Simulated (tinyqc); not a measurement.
Short-channel transistor, virtual-source model with series resistance: two steps of the calculation.

The current per gate width is the charge at the top of the source barrier (the virtual source) times its velocity times a saturation function; al and be are fitting constants of the model. Units: I in uA/um, Rs in ohm um, so I Rs = 1e-6 I Rs in volts; Q in uC/cm^2, so I = 1e-4 Q vx0 Fsat with vx0 in cm/s.

Parameters, values chosen for the exercise:
```
symbol   value        unit                                                         meaning
T          250           K                                                     temperature
Cinv      2.25     uF/cm^2                                           inversion capacitance
vx0     3.37e7        cm/s                                  velocity at the virtual source
mu         220  cm^2/(V s)                                               apparent mobility
L           45          nm                                                  channel length
VT0      0.323           V                                 threshold at zero drain voltage
dl       0.073         V/V                                  drain-induced barrier lowering
n0        1.13                                                         subthreshold factor
nd        0.05         1/V                                  growth of n with drain voltage
al         3.5              threshold shift (in units of Vt) from weak to strong inversion
be           2                                                     sharpness of saturation
Rs         200      ohm um                               series resistance of each contact
Vgs        1.2           V                                                    gate voltage
Vds       0.05           V                                                   drain voltage
```

Constants: q = 1.602176634e-19 C, kB = 1.380649e-23 J/K, Vt = kB T/q. Results are converted to the units shown.

Question 1. Current through the series resistance. Intrinsic voltages Vg' = Vgs - I Rs, Vd' = Vds - 2 I Rs. n = n0 + nd Vd', VT = VT0 - dl Vd', Ff = 1/(1 + exp((Vg' - VT + al Vt/2)/(al Vt))), Q = Cinv n Vt ln(1 + exp((Vg' - VT + al Vt Ff)/(n Vt))), Vdsat = (vx0 L/mu)(1 - Ff) + Vt Ff, Fsat = u/(1 + u^be)^(1/be) with u = Vd'/Vdsat, and I(out) = Q vx0 Fsat per width. (Fsat takes the sign of u.) Newton step: I(new) = I + (I(out) - I)/(1 - s), s = dI(out)/dI by a central difference with +/- 0.001 uA/um.

I at the start = 0 uA/um

Wanted: Vg'; Vd'; VT; Ff; Q; Vdsat; Fsat; I(out); s; I after iteration 1.

Answer 1.

Vg' = 1.200 V
Vd' = 0.05000 V
VT = 0.3194 V
Ff = 5.135e-6
Q = 1.981 uC/cm^2
Vdsat = 0.6893 V
Fsat = 0.07235
I(out) = 483.1 uA/um
s = -3.970
I after iteration 1 = 97.20 uA/um

Question 2. What the series resistance costs. n = n0 + nd Vd', VT = VT0 - dl Vd', Ff = 1/(1 + exp((Vg' - VT + al Vt/2)/(al Vt))), Q = Cinv n Vt ln(1 + exp((Vg' - VT + al Vt Ff)/(n Vt))), Vdsat = (vx0 L/mu)(1 - Ff) + Vt Ff, Fsat = u/(1 + u^be)^(1/be) with u = Vd'/Vdsat, and I = Q vx0 Fsat per width. I0 is the current for Rs = 0. Effective velocity I/Q; transit time L Q/I.

converged I = 98.820856 uA/um
I0 = 483.09091 uA/um

Find: loss against I0; effective velocity; transit time.

Answer 2.

loss against I0 = 79.544 %
effective velocity = 5.1189e5 cm/s
transit time = 8.7909 ps

Program tinyqc, `OMP_NUM_THREADS=1 python tinyqc.py 2380158 2380159 out.jsonl`; Intel Xeon 2.30GHz, shared host, one thread, about 0.02 s.
